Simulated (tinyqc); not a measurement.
RHF in the 3-21g basis, for H2, spin multiplicity 1, step by step. One step of it, computed by the program tinyqc.

Task: Iteration 2: building the Fock matrix. J_ij = sum D_kl (ij|kl), K_ij = sum D_kl (ik|jl); F = H + J - 0.5 K; E = tr D H + tr D J / 2 - 0.25 tr D K + E_nn.

D after iteration 1, lower triangle:
```
          1H 1s     1H 2s     2H 1s     2H 2s
1H 1s  0.156728
1H 2s  0.176254  0.198213
2H 1s  0.156728  0.176254  0.156728
2H 2s  0.176254  0.198213  0.176254  0.198213
```

core Hamiltonian H = T + V (hartree), lower triangle:
```
           1H 1s      1H 2s      2H 1s      2H 2s
1H 1s  -0.929197
1H 2s  -0.955700  -0.972978
2H 1s  -0.837721  -0.814098  -0.929197
2H 2s  -0.814098  -0.901310  -0.955700  -0.972978
```

Two-electron integrals (ij|kl) in chemists' order, unique and non-zero (hartree):
```
(11|11) 1.140145   (21|11) 0.611403   (21|21) 0.345152   (22|11) 0.626370
(22|21) 0.380329   (22|22) 0.482957   (31|11) 0.439427   (31|21) 0.247552
(31|22) 0.270820   (31|31) 0.218666   (32|11) 0.367304   (32|21) 0.219516
(32|22) 0.266119   (32|31) 0.201004   (32|32) 0.206423   (33|11) 0.712278
(33|21) 0.432403   (33|22) 0.532538   (33|31) 0.439427   (33|32) 0.467433
(33|33) 1.140145   (41|11) 0.467433   (41|21) 0.264649   (41|22) 0.293050
(41|31) 0.201004   (41|32) 0.181547   (41|33) 0.367304   (41|41) 0.206423
(42|11) 0.514067   (42|21) 0.313670   (42|22) 0.403251   (42|31) 0.241836
(42|32) 0.248035   (42|33) 0.514067   (42|41) 0.248035   (42|42) 0.354345
(43|11) 0.432403   (43|21) 0.262679   (43|22) 0.329130   (43|31) 0.247552
(43|32) 0.264649   (43|33) 0.611403   (43|41) 0.219516   (43|42) 0.313670
(43|43) 0.345152   (44|11) 0.532538   (44|21) 0.329130   (44|22) 0.437416
(44|31) 0.270820   (44|32) 0.293050   (44|33) 0.626370   (44|41) 0.266119
(44|42) 0.403251   (44|43) 0.380329   (44|44) 0.482957
```

nuclear repulsion = 0.76915292 hartree

Give: Coulomb J; exchange K; Fock matrix F; total energy of this density.

Result:

Coulomb J (hartree), lower triangle:
```
        1H 1s   1H 2s   2H 1s   2H 2s
1H 1s  1.5238
1H 2s  0.8911  1.0560
2H 1s  0.7258  0.7104  1.5238
2H 2s  0.7104  0.9333  0.8911  1.0560
```

exchange K (hartree), lower triangle:
```
        1H 1s   1H 2s   2H 1s   2H 2s
1H 1s  1.1034
1H 2s  0.9380  0.9070
2H 1s  0.8987  0.8835  1.1034
2H 2s  0.8835  0.8867  0.9380  0.9070
```

Fock matrix F (hartree), lower triangle:
```
         1H 1s    1H 2s    2H 1s    2H 2s
1H 1s   0.0429
1H 2s  -0.5336  -0.3704
2H 1s  -0.5613  -0.5454   0.0429
2H 2s  -0.5454  -0.4114  -0.5336  -0.3704
```

total energy of this density = -1.119741 hartree
